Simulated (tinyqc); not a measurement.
Grain-boundary trapping model (Seto) of a polycrystalline semiconductor film: one step, computed by the program tinyqc.

Grains of equal size L are joined by thin boundaries with one trap level. Trapped carriers deplete a width W on each side and raise a barrier, crossed by thermionic emission. Dopants are fully ionised, statistics are non-degenerate and mu_g does not depend on T.

Question. Resistivity and effective mobility. Boundary: sigma_b = L e^2 n_0 exp(-e V_B/k_B T)/sqrt(2 pi m k_B T); drift through the grain, depleted parts included: rho_g = [(1 - 2W/L) + (2W/L) int_0^1 exp(y^2 s^2) ds]/(e n_0 mu_g); rho = 1/sigma_b + rho_g. Mean carrier density n_av = n_0 [(1 - 2W/L) + (2W/L) (sqrt(pi)/2) erf(y)/y], y = sqrt(e V_B/k_B T); effective mobility 1/(e n_av rho).

Inputs (values chosen for the exercise, modelled on polycrystalline ZnO):

| quantity | value | unit |
|---|---|---|
| effective mass m | 0.26 | m_0 |
| grain size L | 200 | nm |
| doping N | 6.4e+16 | 1/cm^3 |
| mobility inside the grains mu_g | 100 | cm^2/(V s) |
| temperature T | 400 | K |

Grain interior: resistance included.

depletion width W = 47.57086 nm

barrier V_B = 0.1578758 V

E_F = -0.1528080 eV

centre density n_0 = 6.40e+16 1/cm^3

Constants: k_B = 8.617333262e-05 eV/K; m_0 = 9.1093837015e-31 kg; k_B = 1.380649e-23 J/K; e = 1.602176634e-19 C.

Give: boundary resistivity; drift resistivity rho_g; resistivity rho; mean carrier density; effective mobility.

Answer.

boundary resistivity = 2.691 ohm cm

drift resistivity rho_g = 6.319 ohm cm

resistivity rho = 9.009 ohm cm

mean carrier density = 4.613e+16 1/cm^3

effective mobility = 15.02 cm^2/(V s)

A single crystal with the same N and mu_g would have 0.975 ohm cm, a factor 9.24 lower.
